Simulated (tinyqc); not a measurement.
# Stoner model of a band magnet at zero temperature, step by step

A worked calculation. Computed by tinyqc, a small Python program that keeps every step. Command: `OMP_NUM_THREADS=1 python tinyqc.py 3017356 3017357 out.jsonl stoner walk`. One thread of a shared host (Intel(R) Xeon(R) Processor @ 2.30GHz), about 0.01 s of CPU time with the checks. Intermediate numbers are printed to about 6 digits and carried at full precision; extremes and crossings named in words are read from the listed rows.

Five orbitals per spin share one band; u = (E - E_bottom)/W runs from 0 to 1, and the states per spin, atom and energy are g = 5 d(u)/W with d = (8/pi) sqrt(u (1 - u)). N(u) is the integral of d from 0. The moment m = n_up - n_down (electrons per atom) moves the fillings to n +/- m/10; the energy is E(m) = E_band(m) - I m^2/4.

Inputs (values chosen for the exercise, for a model d band):
```
quantity                    value  unit
band width W                  4.8    eV
filling n per spin orbital   0.54     -
Stoner parameter I           0.85    eV
start moment m0              0.68  mu_B
largest number of steps       600     -
```

Density of states: semi-elliptic.

Constants: k_B = 8.617333262e-05 eV/K.

## The paramagnetic state

Solve N(u_F) = n; g_F = 5 d(u_F)/W; the Stoner product is I g_F.

u_F = 0.531437

g_F = 1.32367 1/eV

Stoner product I g_F = 1.12512

I g_F > 1: the paramagnet is unstable.

## Fixed-moment scan

For a moment m the Fermi levels of the two spins lie W [u(n + m/10) - u(n - m/10)] =: Delta apart; gbar = m/Delta is the mean density of states between them. A solution has I gbar = 1, is stable where gbar falls with m, or sits at saturation m_max = 10 min(n, 1 - n) if I gbar > 1 there. E_band(m) = 5 W [e(n + m/10) + e(n - m/10) - 2 e(n)], e = integral of u d(u) up to the Fermi level.

Against the moment:
```
m (mu_B)  Delta (eV)   I gbar  E(m) - E(0) (meV)
0.23         0.17380  1.12487             -1.249
0.69         0.52233  1.12285            -11.160
1.38         1.05120  1.11587            -43.528
2.07         1.59433  1.10360            -93.573
2.76         2.16259  1.08481           -154.634
3.45         2.77481  1.05683           -215.151
4.14         3.47710  1.01205           -253.491
4.60         4.15592  0.94083           -240.418
```

I gbar runs between 0.941 and 1.125; the energy falls with m where it exceeds 1 and rises where it is below. The lowest row is m = 4.14, below the paramagnet.

## Self-consistent moment

Split the bands by Delta = I m, find the common Fermi level that keeps 10 n electrons, and read m(out) = 5 [N(u + Delta/(2W)) - N(u - Delta/(2W))], N clipped to 0 and 1. Start from m0 (at most 0.9 m_max, m_max = 10 min(n, 1 - n)); stop when m changes by less than 1e-8; moments under 1e-5 count as 0.

Iteration:
```
step  m in (mu_B)  Delta (eV)  m out (mu_B)
1         0.68000     0.57800       0.76319
2         0.76319     0.64871       0.85600
3         0.85600     0.72760       0.95933
4         0.95933     0.81543       1.07403
5         1.07403     0.91293       1.20094
...           ...         ...           ...
63        4.26772     3.62756       4.26772
64        4.26772     3.62756       4.26772
65        4.26772     3.62756       4.26772
66        4.26772     3.62756       4.26772
67        4.26772     3.62756       4.26772
```

moment m = 4.26772 mu_B

last change of m = 8.36969e-09

Both spin bands cross the Fermi level (a weak ferromagnet).

## Energy, splitting and spin polarisation

Exchange splitting = I m; P = (g_up - g_down)/(g_up + g_down) at the Fermi level, with d = 0 for a full or empty band. The Stoner temperature scale is I m/(4 k_B).

E(m) - E(0) = -254.885 meV

exchange splitting = 3.62756 eV

spin polarisation P = -0.180025

Stoner temperature scale = 10524.0 K

Minority electrons dominate at the Fermi level. Real Curie points lie far below such a temperature, since the moments disorder in direction long before they vanish.

Checks made by the program: the moment against the condition I gbar = 1 (relative difference 2e-09).
